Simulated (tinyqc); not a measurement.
What each parameter does: nanosheet or nanowire with hard walls, valleys of the Si type.

Six ellipsoidal valleys along the cube axes: inverse mass tensor w = 1/mt + (1/ml - 1/mt) a a^T with a the unit axis. Device axes: x along the channel, z = [001], y = z x x.

Hard walls around a W x H rectangle. The block w_c of w in (y, z) confines; the transport mass follows from 1/m_x = w_xx - w_xc w_c^-1 w_cx. The cross-section problem c (w_yy ky^2 + 2 w_yz ky kz + w_zz kz^2), c = hbar^2/2m0, is solved in products sin(n pi y/W) sin(l pi z/H), n, l = 1 to 12; if w_yz = 0 the levels are c pi^2 (w_yy n^2/W^2 + w_zz l^2/H^2). The w_yz term couples (n, l) to (n', l') by -2 c w_yz D_nn'(W) D_ll'(H) with D_nm(L) = 4 n m/(L (n^2 - m^2)) for n + m odd and 0 otherwise.

Without degeneracy the line density is N1 exp((EF - Ec)/kB T) with N1 = sum 2 g sqrt(m_x kB T/(4 pi c)) exp(-E/kB T), here over n, l up to 80 where w_yz = 0 and over all levels of a 12 x 12 sine basis otherwise; the classical value is W H Nc with Nc = 2 g_all (m_dos kB T/(4 pi c))^(3/2), m_dos = (ml mt^2)^(1/3); dVt = kB T ln(W H Nc/N1).

Constants: hbar^2/2m0 = 3.80998211 eV angstrom^2; kB = 8.617333262e-05 eV/K.

Values chosen for the exercise (near those of Si; not measured data): ml = 0.924 m0 (longitudinal mass); mt = 0.19 m0 (transverse mass); T = 300 K (temperature); g_all = 6 (number of valleys); channel = 100 (transport direction x on a (001) wafer); W = 155 angstrom (width, along y); H = 78 angstrom (height, along z = [001]).

E1 and E2 are the two lowest subband edges over all groups.

One parameter was then changed.

Results before and after:

| case | E1 (eV) | E2 - E1 (meV) | m_x of lowest (m0) | dVt (mV) |
|---|---|---|---|---|
| base | 0.0149 | 19.3 | 0.190 | 27.1 |
| changed | 0.0149 | 19.3 | 0.190 | 28.4 |

Which of these changes was made? (a) ml = 1.016 m0; (b) H = 72 angstrom; (c) W = 145 angstrom; (d) T = 350 K; (e) mt = 0.209 m0.

Answer: (d) T = 350 K. Of the candidates, run in turn, only this one gives the changed row.

All candidates:

| case | E1 (eV) | E2 - E1 (meV) | m_x of lowest (m0) | dVt (mV) |
|---|---|---|---|---|
| base | 0.0149 | 19.3 | 0.190 | 27.1 |
| W = 145 angstrom | 0.0161 | 18.4 | 0.190 | 27.8 |
| H = 72 angstrom | 0.0161 | 23.6 | 0.190 | 29.5 |
| T = 350 K | 0.0149 | 19.3 | 0.190 | 28.4 |
| ml = 1.016 m0 | 0.0143 | 18.2 | 0.190 | 26.8 |
| mt = 0.209 m0 | 0.0142 | 17.1 | 0.209 | 25.6 |

Program tinyqc; command `OMP_NUM_THREADS=1 python tinyqc.py 1251607 1251608 out.jsonl`; about 0.02 s on one thread of a shared Intel(R) Xeon(R) Processor @ 2.30GHz.
